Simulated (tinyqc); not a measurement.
All hoppings scaled: three-band tight binding of a dichalcogenide monolayer.

Inputs chosen for the exercise (near a published set for monolayer MoSe2; shifted at random, so the results belong to these values and not to a real crystal): e1 = 0.921 eV (level of dz2); e2 = 2.048 eV (level of dxy and dx2-y2); t0 = -0.191 eV (hopping); t1 = 0.309 eV (hopping); t2 = 0.463 eV (hopping); t11 = 0.215 eV (hopping); t12 = 0.296 eV (hopping); t22 = 0.133 eV (hopping); lam = 0.092 eV (spin-orbit constant).

The six hoppings are multiplied by f; e1, e2 and lam stay (real strain also moves e1 and e2, so this is no model of it). Closed forms: Ev(K) = e2 - (3/2)(t11 + t22) - 3 sqrt3 t12 + lam, Ec(K) = e1 - 3 t0, Ev(Gamma) = e1 + 6 t0.

Gaps (eV):
```
f     direct gap at K  Ev(K) - Ev(Gamma)  Ec(K) - top of valence band
0.85           1.0191             0.4420                       1.0191
0.90           1.1508             0.3963                       1.1508
0.94           1.2561             0.3598                       1.2561
0.97           1.3351             0.3324                       1.3351
1.00           1.4141             0.3049                       1.4141
1.03           1.4931             0.2775                       1.4931
1.06           1.5720             0.2501                       1.5720
1.10           1.6774             0.2135                       1.6774
```

The direct gap changes by +26.3 meV for each per cent of f. The top of the valence band stays at K over the range.

Program tinyqc; command `OMP_NUM_THREADS=1 python tinyqc.py 1451864 1451865 out.jsonl`; about 0.01 s on one thread of a shared Intel(R) Xeon(R) Processor @ 2.30GHz.
